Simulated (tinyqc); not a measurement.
Worked calculation: specific resistance of a metal-semiconductor contact and its transmission-line measurement. Computed by tinyqc, a small Python program that keeps every step. Command: `OMP_NUM_THREADS=1 python tinyqc.py 3024739 3024740 out.jsonl contact walk`. One thread of a shared host (Intel(R) Xeon(R) Processor @ 2.30GHz), about 0.01 s of CPU time with the checks. Intermediate numbers are printed to about 6 digits and carried at full precision; extremes and crossings named in words are read from the listed rows.

The barrier is parabolic (depletion approximation), energies E are normal energies counted from the band edge in the neutral semiconductor (downwards for holes), and the bias is zero. xi is an input, held fixed when other inputs move.

Inputs (values chosen for the exercise, modelled on p-type silicon):

| quantity | value | unit |
|---|---|---|
| tunnelling mass m | 0.4 | m_0 |
| permittivity eps | 11.7 | - |
| Richardson constant A* | 30.9 | A/(cm^2 K^2) |
| barrier height phi_B | 0.51 | eV |
| doping N | 8.7e+18 | 1/cm^3 |
| Fermi level above the band edge in the bulk, xi | -0.027 | eV |
| temperature T | 300 | K |
| sheet resistance R_sh | 760 | ohm |
| contact length d | 0.64 | micrometre |
| contact width W | 0.058 | micrometre |

Image-force lowering: left out.

Constants: hbar = 1.054571817e-34 J s; eps_0 = 8.8541878128e-12 F/m; m_0 = 9.1093837015e-31 kg; k_B = 8.617333262e-05 eV/K; e = 1.602176634e-19 C.

## Tunnelling energy and barrier

E_00 = (e hbar/2) sqrt(N/(eps eps_0 m)); band bending E_b = phi_B + xi; depletion width w = sqrt(2 eps eps_0 E_b/(e^2 N)).

E_00 = 25.3142 meV

E_00/k_B T = 0.979197

depletion width = 8.47307 nm

barrier used, above the bulk band edge = 0.483 eV

By the usual rule this is thermionic-field emission (0.5 to 5 k_B T).

## Transmission and supply

WKB transmission for E < E_b, with a = E/E_b: D = exp{-(E_b/E_00) [sqrt(1 - a) - a ln((1 + sqrt(1 - a))/sqrt(a))]}; D = 1 above. f = 1/(1 + exp((E - xi)/k_B T)).

E, D, f and D f at E/E_b = 0.05, 0.15, 0.3, 0.45, 0.6, 0.75, 0.9, 0.98:

| E/E_b | E (eV) | D | f | D f |
|---|---|---|---|---|
| 0.05 | 0.02415 | 6.69719e-08 | 1.21471e-01 | 8.13516e-09 |
| 0.15 | 0.07245 | 2.24594e-06 | 2.08997e-02 | 4.69395e-08 |
| 0.30 | 0.14490 | 1.18820e-04 | 1.29314e-03 | 1.53650e-07 |
| 0.45 | 0.21735 | 2.58370e-03 | 7.85356e-05 | 2.02913e-07 |
| 0.60 | 0.28980 | 2.92222e-02 | 4.76422e-06 | 1.39221e-07 |
| 0.75 | 0.36225 | 1.86477e-01 | 2.88993e-07 | 5.38906e-08 |
| 0.90 | 0.43470 | 6.63215e-01 | 1.75300e-08 | 1.16261e-08 |
| 0.98 | 0.47334 | 9.64522e-01 | 3.93240e-09 | 3.79289e-09 |

Among these points D f is largest at E/E_b = 0.45; for a non-degenerate tail the peak lies at E/E_b = 1/cosh^2(E_00/k_B T) = 0.433.

## Specific contact resistance

At zero bias 1/rho_c = (e A*/k_B^2) int D(E) f(E) dE, f = 1/(1 + exp((E - xi)/k_B T)); 200 Gauss-Legendre points from 0 to E_b, and k_B T ln(1 + exp((xi - E_b)/k_B T)) for the part above the barrier; the share of tunnelling is the part below.

specific contact resistance rho_c = 0.00542984 ohm cm^2

share of tunnelling = 99.8419 %

rho_c by thermionic emission alone = 3.43492 ohm cm^2

Tunnelling lowers rho_c by a factor 633. The field-emission exponent (E_b - xi)/E_00 is 20.1, the thermionic one (E_b - xi)/k_B T is 19.7.

## Current crowding

Transmission-line model: transfer length L_T = sqrt(rho_c/R_sh); R_c = (R_sh L_T/W) coth(d/L_T). Limits: rho_c/(W d) for d << L_T, sqrt(rho_c R_sh)/W for d >> L_T.

transfer length L_T = 26.7292 micrometre

d/L_T = 0.0239438

contact resistance R_c = 1.46306e+07 ohm

R_c W = 848574 ohm micrometre

short-contact limit = 1.46278e+07 ohm

long-contact limit = 350245 ohm

The contact is short: the whole area carries current, and R_c scales as 1/d.

## A transmission-line measurement read back

Transmission-line model: transfer length L_T = sqrt(rho_c/R_sh); R_c = (R_sh L_T/W) coth(d/L_T). Two contacts a gap s apart give R = 2 R_c + R_sh s/W. A straight-line fit gives R_sh from the slope and R_c from the intercept; the simple reading takes L_x = R_c W/R_sh as the transfer length and rho_c = R_sh L_x^2.

Resistances:

| gap s (micrometre) | R (ohm) |
|---|---|
| 1100 | 4.36750e+07 |
| 2200 | 5.80888e+07 |
| 4500 | 8.82267e+07 |
| 8900 | 1.45882e+08 |
| 18000 | 2.65123e+08 |

L_x = 1116.54 micrometre

rho_c by the simple reading = 9.47471 ohm cm^2

simple reading over true value = 1744.93

The simple reading is 1740 times too high, the factor coth^2(d/L_T): it holds only for d above about 2 L_T.

Checks made by the program: closed WKB exponent against numerical integration over the parabolic barrier (relative difference below 1e-10).
